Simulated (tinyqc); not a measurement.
# Leakage currents through a thin dielectric, step by step

A worked calculation. Computed by tinyqc, a small Python program that keeps every step. Command: `OMP_NUM_THREADS=1 python tinyqc.py 3007397 3007398 out.jsonl leak walk`. One thread of a shared host (Intel(R) Xeon(R) Processor @ 2.30GHz), about 0.04 s of CPU time with the checks. Intermediate numbers are printed to about 5 digits and carried at full precision; extremes and crossings named in words are read from the listed rows.

Electrons leave an electrode with Fermi energy E_F above its band bottom; barriers are counted from the Fermi level, and both electrodes are alike. They cross the interlayer first.

Inputs (values chosen for the exercise, modelled on Ta2O5):
```
quantity,value,unit
barrier height phi_B,0.773,eV
tunnelling mass m,0.26,m_0
static permittivity k,25.8,-
optical permittivity k_o,4.29,-
trap depth phi_t,0.78,eV
Poole-Frenkel prefactor sigma_0,2.7e-05,S/cm
thickness t,4.2,nm
electrode Fermi energy E_F,0.13,eV
electrode mass m_e,0.5,m_0
voltage V,2.7,V
temperature T,77,K
interlayer thickness t_i,0.75,nm
interlayer barrier phi_i,3.05,eV
interlayer mass m_i,0.45,m_0
interlayer permittivity k_i,4,-
```

Stack: dielectric on an interlayer.

Constants: m_0 = 9.1093837015e-31 kg; e = 1.602176634e-19 C; hbar = 1.054571817e-34 J s; k_B = 8.617333262e-05 eV/K; k_B = 1.380649e-23 J/K; eps_0 = 8.8541878128e-12 F/m; h = 6.62607015e-34 J s.

## Fields

Fields: F_i = V/(t_i + t k_i/k), F = F_i k_i/k; equivalent oxide thickness 3.9 (t/k + t_i/k_i).

field F = 2.9876 MV/cm

equivalent oxide thickness = 1.3661 nm

interlayer field F_i = 19.270 MV/cm

Caution: the field is near or above what such a dielectric withstands; the numbers only show the formulas.

## Transmission at the Fermi level

WKB: a layer of mass m, field F and barrier b(x) = b_0 - e F x gives the exponent (4 sqrt(2 m)/(3 hbar e F)) [b_0^(3/2) - max(b_0 - e F t, 0)^(3/2)] for b_0 > 0; b_0 = barrier - (E - E_F), less e F_i t_i for the second layer; the transmission is D(E) = exp(-sum of exponents), without image force.

exponent of the interlayer = 7.8323

exponent of the dielectric = 0

transmission D(E_F) = 3.9671e-04

At E_F the barrier of the dielectric is pulled below E_F by the drop in the interlayer, which alone blocks the current.

## Tunnel current

Tsu-Esaki: J = (e m_e k_B T/(2 pi^2 hbar^3)) int D(E) ln[(1 + exp((E_F - E)/k_B T))/(1 + exp((E_F - eV - E)/k_B T))] dE over the normal energy E (its change with the mass at an interface is neglected) from max(0, E_F - 3 eV) to E_F + largest barrier, by 100 Gauss-Legendre points in each part, split at E_F - 0.3 eV (if inside the range) and E_F + 8 k_B T. The mean energy weights E - E_F by the integrand.

tunnel current density = 23688 A/cm^2

mean energy of the current above E_F = -0.084228 eV

The current flows close to or below E_F.

## Thermal currents

Schottky emission J = A T^2 exp(-(phi_B - sqrt(e^3 F/(4 pi k_o eps_0)))/k_B T), A = 4 pi e m k_B^2/h^3 with the tunnelling mass; Poole-Frenkel J = sigma_0 F exp(-(phi_t - sqrt(e^3 F/(pi k_o eps_0)))/k_B T); both use the field F of the dielectric and ignore the interlayer.

Schottky lowering = 0.31667 eV

Poole-Frenkel lowering = 0.63334 eV

Schottky current density = 2.5125e-25 A/cm^2

Poole-Frenkel current density = 2.0293e-08 A/cm^2

The Poole-Frenkel lowering is twice the Schottky one, because the charge of a trap is fixed while an image charge moves with the electron.

## Which mechanism rules?

The formulas are those given above.

Current densities (A/cm^2):
```
V (V),F (MV/cm),tunnelling,Schottky,Poole-Frenkel
0.54,0.5975,5.2592e-03,8.7658e-37,4.9402e-32
0.94,1.0401,1.4885e+01,8.0001e-34,7.1629e-26
1.40,1.5491,6.1458e+03,3.9664e-31,2.6224e-20
1.90,2.1024,1.6441e+04,1.1494e-28,2.9884e-15
2.30,2.5450,1.9674e+04,6.3578e-27,1.1069e-11
2.70,2.9876,2.3688e+04,2.5125e-25,2.0293e-08
3.20,3.5408,3.0172e+04,1.7289e-23,1.1388e-04
```

The largest current is tunnelling from 0.540 to 3.20 V. Over the table tunnelling grows by 6.8 decades, Schottky by 13.3 and Poole-Frenkel by 27.4. A plot of ln(J/F) against sqrt(F) for the Poole-Frenkel column has the slope 55.22 per sqrt(MV/cm), from which k_o follows; reading it as Schottky emission would give about k_o/4.

Checks made by the program: energy integral against adaptive quadrature (relative difference below 1e-10).
